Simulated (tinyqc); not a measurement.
Inside a calculation. Method: sp3 tight binding, zinc-blende lattice. One step of it, computed by the program tinyqc.

Task: Bloch Hamiltonian at k. Slater-Koster rules over the four bonds with direction cosines (l, m, n): ss V_ss; s-px l V_sp; px-s -l V_sp; px-px l^2 V_pps + (1 - l^2) V_ppp; px-py l m (V_pps - V_ppp); each times exp(i k.d).

Parameters chosen for this model: zinc-blende lattice, anion at 0, cation at a/4 (1,1,1); V = eta hbar^2 / (m d^2), hbar^2/m = 7.619964 eV angstrom^2:
```
parameter          value      unit
a               5.380000  angstrom
d               2.329608  angstrom
Es anion      -15.900000        eV
Ep anion       -7.400000        eV
Es cation     -15.900000        eV
Ep cation      -7.400000        eV
eta ss         -1.390000
eta sp          1.770000
eta pp sigma    2.490000
eta pp pi      -0.850000
V ss           -1.951650        eV
V sp            2.485194        eV
V pp sigma      3.496121        eV
V pp pi        -1.193455        eV
```

k point k (2 pi / a): [0.110000, 0.610000, -0.510000]

Give: H(k) at k.

Result:

H(k) at k (eV), order a s, a px, a py, a pz, c s, c px, c py, c pz:
$$\begin{pmatrix}
-15.900 & 0.000 & 0.000 & 0.000 & -3.077-0.789i & 3.322+0.395i & 0.407+3.219i & -0.562-2.335i \\
0.000 & -7.400 & 0.000 & 0.000 & -3.322-0.395i & 0.583+0.149i & -0.612-2.543i & 0.444+3.507i \\
0.000 & 0.000 & -7.400 & 0.000 & -0.407-3.219i & -0.612-2.543i & 0.583+0.149i & 3.619+0.430i \\
0.000 & 0.000 & 0.000 & -7.400 & 0.562+2.335i & 0.444+3.507i & 3.619+0.430i & 0.583+0.149i \\
-3.077+0.789i & -3.322+0.395i & -0.407+3.219i & 0.562-2.335i & -15.900 & 0.000 & 0.000 & 0.000 \\
3.322-0.395i & 0.583-0.149i & -0.612+2.543i & 0.444-3.507i & 0.000 & -7.400 & 0.000 & 0.000 \\
0.407-3.219i & -0.612+2.543i & 0.583-0.149i & 3.619-0.430i & 0.000 & 0.000 & -7.400 & 0.000 \\
-0.562+2.335i & 0.444-3.507i & 3.619-0.430i & 0.583-0.149i & 0.000 & 0.000 & 0.000 & -7.400
\end{pmatrix}$$
